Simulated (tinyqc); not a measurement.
Inside a calculation: parabolic quantum dot in a magnetic field (Fock-Darwin). Values are carried at full precision from step to step, so a last printed digit may differ when a step is redone from the rounded ones.

Two dimensions, V = m w0^2 r^2/2, one valley. hbar wc = 2 muB B/m, W = sqrt(w0^2 + wc^2/4), E(n, l, s) = (2n + |l| + 1) hbar W - l hbar wc/2 + s gs muB B, n = 0, 1, ..., l = 0, +/-1, ..., s = +/-1/2; length lam = sqrt(2c/(m hbar W)), c = hbar^2/2m0.

Constants: muB = 5.788381798e-05 eV/T; hbar^2/2m0 = 3.80998211 eV angstrom^2; e^2/(4 pi eps0) = 14.39964547 eV angstrom.

Values chosen for the exercise (near those of a gate-defined dot in Si; shifted at random, so the results belong to these values and not to a real crystal):
```
symbol  value   unit  meaning
m       0.1919  m0    mass
gs      2.07          g factor
w0      2.9     meV   confinement energy hbar w0
B       2.45    T     magnetic field
Ec      2.2     meV   charging energy e^2/C
eps     11.5          dielectric constant
```

## Energy and length scales

Give hbar wc, hbar W, the two mode energies hbar W +/- hbar wc/2, the Zeeman energy |gs| muB B and lam.

hbar wc = 1.4780 meV
hbar W = 2.9927 meV

modes (meV): 3.7317  2.2537

Zeeman energy = 0.2936 meV
lam = 115.2 angstrom

The product of the modes is w0^2 = 8.41 meV^2 at any field. These two lines are all that far-infrared light sees, whatever the number of electrons (Kohn theorem).

## Orbital levels

The eight lowest (n, l) from E = (2n + |l| + 1) W - l wc/2.

Levels:
```
(n,l)   E (meV)
(0,0)     2.993
(0,1)     5.246
(0,-1)    6.724
(0,2)     7.500
(1,0)     8.978
(0,3)     9.754
(0,-2)   10.456
(1,1)    11.232
```

## Addition spectrum

Constant interaction: mu(N) = E_N + (N - 1/2) Ec with the spin-resolved levels filled in order; the addition energy is mu(N + 1) - mu(N).

Filling:
```
N   state added  E_N (meV)  mu(N) (meV)  addition energy (meV)
1        (0,0)-      2.846        3.946                  2.494
2        (0,0)+      3.139        6.439                  4.160
3        (0,1)-      5.100       10.600                  2.494
4        (0,1)+      5.393       13.093                  3.384
5       (0,-1)-      6.578       16.478                  2.494
6       (0,-1)+      6.871       18.971                  2.682
7        (0,2)-      7.353       21.653                  2.494
8        (0,2)+      7.647       24.147                  3.384
9        (1,0)-      8.831       27.531                  2.494
10       (1,0)+      9.125       30.025                  2.682
```

The largest addition energy falls at N = 2; at zero field it peaks at the closed shells 2, 6 and 12. Exchange, which the model lacks, would favour parallel spins near level crossings. Ec is an independent input that includes screening by the gates. In Si a second valley, usually less than 1 meV up, adds levels and changes this order.

## Singlet and triplet of two electrons

Two electrons, first order in the Coulomb energy: the singlet (0,0)^2 has 2W + J0 and the lowest triplet (0,0)(0,1) has 3W - wc/2 + J0/2 - Ez, with J0 = sqrt(pi/2) q/(eps lam), q = e^2/(4 pi eps0), Ez = |gs| muB B.

Give J0, the triplet less the singlet, and J0/W.

J0 = 13.624 meV
E(T) - E(S) = -4.852 meV
J0/W = 4.55

The triplet is lower at this order. J0 exceeds W, so first order overstates the interaction and the result is only a guide.

## The same without perturbation theory

Exact treatment: the centre of mass separates with energy W, and the relative motion obeys [-(2c/m) Laplacian + (2c/m) r^2/(2 lam^2)^2 + q/(eps r)] psi = e_l psi for angular number l, solved in 14 Gaussians r^l exp(-a r^2), a = 1.7^i/(4 lam^2), i = -3 to 10. E(S) = W + e_0, E(T) = W + e_1 - wc/2 - Ez.

Solve for e_0 and e_1.

e_0, e_1 (meV): 10.95  11.82

first-order values W + J0 and 2W + J0/2 (meV): 16.62  12.80

E(T) - E(S), exact = -0.17 meV

First order overshoots e_0 by 5.67 meV and e_1 by only 0.98 meV, since the singlet gains more by keeping the electrons apart; it therefore favours the triplet by 4.69 meV too much. Of these two the triplet is lower, as first order says.

## Checks

- e_0 at W = 2 Ry m/eps^2, where it is exactly 2W, as a ratio e_0/W: both 2.000.
- Level (0,1) from the radial equation by finite differences against the formula, meV: both 5.25.

Run: tinyqc, `OMP_NUM_THREADS=1 python tinyqc.py 1280608 1280609 out.jsonl`; Intel(R) Xeon(R) Processor @ 2.30GHz, one thread, shared host; about 0.08 s of CPU time with all checks.
